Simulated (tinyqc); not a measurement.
From results back to parameters: sp3s* tight binding. Five cases, with inputs chosen for the exercise.

Problem. Without spin-orbit coupling the s levels at Gamma are the roots of [[Esa, Vss], [Vss, Esc]], the p levels those of [[Epa, Vxx], [Vxx, Epc]], and the doubly degenerate valence level at X is the lower root of [[Epa, Vxy], [Vxy, Epc]]. The atomic differences are given; the levels below come from hidden parameters.

Case 1.

Values chosen (out of a larger set: near a published set for GaAs, fitted to gaps, whose masses and valley positions are rough; not measured data): dEs = 5.707 eV (Esc - Esa); dEp = 2.639 eV (Epc - Epa).

s levels at Gamma (eV): -12.54297  1.53197

p levels at Gamma (eV): 0.00402  4.71298

valence level X5 = -2.88426 eV

Case 2.

Values chosen (out of a larger set: near a published set for GaP, fitted to gaps, whose masses and valley positions are rough; spin-orbit coupling, where it is added without a refit, lifts the valence top and shrinks all gaps by about a third of the splitting; not measured data): dEs = 6.009 eV (Esc - Esa); dEp = 3.056 eV (Epc - Epa).

s levels at Gamma (eV): -13.24974  2.81074

p levels at Gamma (eV): -0.02254  5.29854

valence level X5 = -2.74924 eV

Case 3.

Values chosen (out of a larger set: near a published set for GaAs, fitted to gaps, whose masses and valley positions are rough; spin-orbit coupling, where it is added without a refit, lifts the valence top and shrinks all gaps by about a third of the splitting; not measured data): dEs = 5.737 eV (Esc - Esa); dEp = 2.65 eV (Epc - Epa).

s levels at Gamma (eV): -12.56224  1.47924

p levels at Gamma (eV): -0.00088  4.72088

valence level X5 = -2.86480 eV

Case 4.

Values chosen (out of a larger set: near a published set for GaSb, fitted to gaps, whose masses and valley positions are rough; spin-orbit coupling, where it is added without a refit, lifts the valence top and shrinks all gaps by about a third of the splitting; not measured data): dEs = 3.55 eV (Esc - Esa); dEp = 2.078 eV (Epc - Epa).

s levels at Gamma (eV): -11.97168  0.70168

p levels at Gamma (eV): 0.02350  3.78050

valence level X5 = -2.32178 eV

Case 5.

Values chosen (out of a larger set: near a published set for InAs, fitted to gaps, whose masses and valley positions are rough; not measured data): dEs = 6.793 eV (Esc - Esa); dEp = 2.804 eV (Epc - Epa).

s levels at Gamma (eV): -12.66873  0.43373

p levels at Gamma (eV): -0.00245  4.63045

valence level X5 = -2.37643 eV

Find: Esa, Esc, Epa, Epc; |Vss|, |Vxx|, |Vxy|.

Solution. The mean of a pair of roots is the mean of the two levels, which with the given difference fixes both; half the splitting, squared, less a quarter of the squared difference is V^2. At X the lower root lies sqrt((dEp/2)^2 + Vxy^2) below the mean p level.

Case 1.

Esa, Esc, Epa, Epc (eV): -8.359  -2.652  1.039  3.678

|Vss|, |Vxx|, |Vxy| (eV): 6.433  1.950  5.074

Case 2.

Esa, Esc, Epa, Epc (eV): -8.224  -2.215  1.110  4.166

|Vss|, |Vxx|, |Vxy| (eV): 7.447  2.178  5.166

Case 3.

Esa, Esc, Epa, Epc (eV): -8.410  -2.673  1.035  3.685

|Vss|, |Vxx|, |Vxy| (eV): 6.408  1.954  5.054

Case 4.

Esa, Esc, Epa, Epc (eV): -7.410  -3.860  0.863  2.941

|Vss|, |Vxx|, |Vxy| (eV): 6.083  1.565  4.094

Case 5.

Esa, Esc, Epa, Epc (eV): -9.514  -2.721  0.912  3.716

|Vss|, |Vxx|, |Vxy| (eV): 5.602  1.844  4.476

Computed by tinyqc, one run a case: `OMP_NUM_THREADS=1 python tinyqc.py N N+1 out.jsonl` with N = 1450817, 1450820, 1450836, 1450878, 1450880; one thread of a shared Intel(R) Xeon(R) Processor @ 2.30GHz, about 0.2 s a run at most.
